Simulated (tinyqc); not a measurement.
From results back to parameters: hydrogenic donor in a hard-walled well (variational). Three cases, with inputs chosen for the exercise.

Problem. The binding energy was computed from a hidden position zi >= 0.

Trial function cos(pi z/L) exp(-r/lam), r measured from the donor at zi, walls at +/- L/2, one eps everywhere. Counted from the lowest subband, E(lam) = c/(m lam^2) - (q/eps) I0/I1, with I0 the integral of cos^2(pi z/L) exp(-2|z - zi|/lam) over the well and I1 the same with the factor (|z - zi| + lam/2); c = hbar^2/2m0, q = e^2/(4 pi eps0). The binding energy is -E at the minimum.

Constants: hbar^2/2m0 = 3.80998211 eV angstrom^2; e^2/(4 pi eps0) = 14.39964547 eV angstrom.

Case 1.

Values chosen (out of a larger set: near those of GaN; not measured data): m = 0.195 m0 (mass); eps = 9.7 (dielectric constant); L = 103 angstrom (well width).

binding energy = 28.2866 meV

Case 2.

Values chosen (out of a larger set: near those of GaAs; not measured data): m = 0.067 m0 (mass); eps = 12.8 (dielectric constant); L = 158 angstrom (well width).

binding energy = 8.9922 meV

Case 3.

Values chosen (out of a larger set: near those of GaAs; not measured data): m = 0.068 m0 (mass); eps = 12.9 (dielectric constant); L = 441 angstrom (well width).

binding energy = 3.2924 meV

Find: zi; 2 zi/L.

Solution. The binding falls steadily from the centre to the wall, so bisection in zi, with the minimum over lam at each step, finds one position.

Case 1.

zi = 30.0 angstrom
2 zi/L = 0.58

Case 2.

zi = 34.0 angstrom
2 zi/L = 0.43

Case 3.

zi = 198.0 angstrom
2 zi/L = 0.90

Computed by tinyqc, one run a case: `OMP_NUM_THREADS=1 python tinyqc.py N N+1 out.jsonl` with N = 1281795, 1282093, 1282512; one thread of a shared Intel(R) Xeon(R) Processor @ 2.30GHz, about 0.05 s a run at most.
